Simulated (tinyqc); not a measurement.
Electron mobility of a polar semiconductor by Rode's iterative solution of the Boltzmann equation: one step, computed by the program tinyqc. Command: `OMP_NUM_THREADS=1 python tinyqc.py 3003057 3003058 out.jsonl rode walk`. One thread of a shared host (Intel(R) Xeon(R) Processor @ 2.30GHz), about 0.01 s of CPU time with the checks.

The distribution is f(E) + e F l(E) (-df/dE) cos(theta) for a weak field F, theta counted from the force; l(E) is a mean free path. Elastic processes enter by their momentum rate, polar optical phonons by out- and in-scattering terms. One valley only: where upper valleys lie close, measured mobilities are lower. The density n is prescribed, even where a narrow-gap material would have more intrinsic carriers.

Question. The first two iterations on one ladder of the grid. Iteration: l_new(E) = [v(E) + c+ l(E + hbar w) + c- l(E - hbar w)]/(nu + S_o), from l = 0.

Inputs (values chosen for the exercise, modelled on InAs): temperature T = 200 K.

Band: Kane. Elastic processes: acoustic, piezoelectric, impurity.

Points j = s/2, s/2 + s, ... (the first seven rungs, or as many as the grid holds), rates in 1e12/s:
```
E (meV)   v (m/s)         nu       S_o         c+        c-
16.9312    488800  0.1163071  0.972941  0.3883268  0.000000
47.0312    750574  0.0571726  3.828232  0.4999886  1.155251
77.1312    894080  0.0579851  4.592536  0.5439968  1.967761
107.2313   988136  0.0669842  4.877572  0.5708234  2.351645
137.3313  1054799  0.0791885  5.051510  0.5907473  2.594394
167.4313  1104356  0.0933910  5.184007  0.6071597  2.773054
197.5312  1142454  0.1091715  5.296303  0.6214808  2.916551
```

Give: l after iteration 1; l after iteration 2 (all rungs but the last shown).

Answer.

l after iteration 1 (nm): 448.7  193.2  192.3  199.8  205.6  209.3  211.4

l after iteration 2 (all rungs but the last shown) (nm): 517.6  351.3  297.4  315.0  330.7  341.6

In-scattering lengthens l on the lowest rung by 15.3 % and on the second by 81.9 % in this step.
